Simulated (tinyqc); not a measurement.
# Well width and field from level and shift

Question. An infinitely deep well has E_1(0) = C (pi/L)^2/m1, C = hbar^2/(2 m0), and in a field F (potential zero at the centre of the well) the second-order term of the shift is -m1 F^2 L^4 (15 - pi^2)/(48 C pi^4); higher orders are set aside. Find L and F.

Values chosen for this exercise:
- m1 = 0.074 m0 (mass)

Constants: q = 1.602176634e-19 C, hbar = 1.054571817e-34 J s, m0 = 9.1093837015e-31 kg, hbar^2/(2 m0) = 0.0380998212 eV nm^2. Results are converted to the units shown.

E_1(0) = 0.047897904 eV
second-order shift of level 1 = -0.32837589 meV

Solution. The level gives L, and the shift then gives F^2.

L = 10.3 nm
F = 0.00370 V/nm

tinyqc, about 0.02 s, one thread, Intel Xeon 2.30GHz (shared host): `OMP_NUM_THREADS=1 python tinyqc.py 2580020 2580021 out.jsonl`
